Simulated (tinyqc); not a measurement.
Capacitance measurement on a leaky thin oxide: effects of series resistance and leakage: one step of the calculation.

The device is a capacitance C in parallel with a leakage conductance G, in series with Rs and Ls. An impedance meter reports either a parallel pair (Cp, Gp) from Y = 1/Z = Gp + i w Cp or a series pair (Cs, Rm) from Z = Rm + 1/(i w Cs); w = 2 pi f, dissipation D = Gp/(w |Cp|).

Problem. What the meter reports. Z = Rs + i w Ls + 1/(G + i w C).

Values chosen for this exercise; values of the order met in thin-oxide MOS capacitors: series resistance Rs = 54 ohm; series inductance Ls = 0 nH; measuring frequency f = 1e6 Hz.

C = 69.568619 pF
G = 5 uS

Find: Z; Cp; Gp; Cs; D.

Solution.

Z = 80.2-2287.4i ohm
Cp = 69.492 pF
Gp = 15.302 uS
Cs = 69.578 pF
D = 0.035046

Cp is 0.11 % below C and Cs is 0.013 % above it; G Rs = 2.70e-4, w C Rs = 0.0236 and G/(w C) = 0.0114.

tinyqc, about 0.01 s, one thread, Intel Xeon 2.30GHz (shared host): `OMP_NUM_THREADS=1 python tinyqc.py 2022027 2022028 out.jsonl`
